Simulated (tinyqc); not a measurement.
# Signal and retention of a DRAM cell: failing cells against the refresh interval

A stored one starts at Vd and leaks: Cs dV/dt = -I(V), I = a sqrt((V + Vb)/(Vd + Vb)) + b, with a = Ig exp[-(Eg1 q/kB)(1/T - 1/T0)] (generation in a depletion layer) and b = Is exp[-(Es q/kB)(1/T - 1/T0)]. The bit line is precharged to Vd/2, and charge sharing gives the signal (V - Vd/2) Cs/(Cs + Cb).

The cell fails below Vc = Vd/2 + dm (Cs + Cb)/Cs. With s = sqrt((Vc + Vb)/(Vd + Vb)), the time from Vd to Vc is t = [2 Cs (Vd + Vb)/a] [1 - s - (b/a) ln((a + b)/(a s + b))]. This time is the median of a log-normal spread: failing cells = Nc erfc(z/sqrt 2)/2, z = ln(t/tr)/sg.

Parameters, values chosen for the exercise: array voltage Vd = 1.1 V; cell capacitance Cs = 21 fF; bit-line capacitance Cb = 47 fF; smallest signal that the sense amplifier resolves dm = 66 mV; built-in plus back-bias voltage of the storage junction Vb = 1.3 V; junction leakage at V = Vd and T0 Ig = 0.87 fA; voltage-independent leakage at T0 Is = 0.4 fA; activation energy of Is Es = 0.35 eV; reference temperature T0 = 358 K; temperature T = 358 K; deviation of ln(retention time) over the cells sg = 0.72; cells Nc = 1.07e9; activation energy of Ig Eg1 = 0.58 eV.

Constants: q = 1.602176634e-19 C, kB = 1.380649e-23 J/K. Results are converted to the units shown.

Failing cells against the refresh interval:
```
tr (ms)      z  failing cells
16       8.161       1.776e-7
32       7.198       3.260e-4
64       6.236         0.2406
128      5.273          71.81
256      4.310           8723
512      3.348        4.361e5
1024     2.385        9.140e6
2048     1.422        8.291e7
```

Doubling the interval lowers z by ln 2/sg = 0.963 and multiplies the count by 1840 between the first two rows and by 9.07 between the last two. The count passes 1 at tr = 128 ms among the rows.

Range of the model: Real arrays also hold a tail of unusually leaky cells and cells whose retention varies in time, which this model lacks.

Numbers from tinyqc (`OMP_NUM_THREADS=1 python tinyqc.py 2130128 2130129 out.jsonl`; about 0.01 s on one thread of a shared Intel Xeon 2.30GHz).
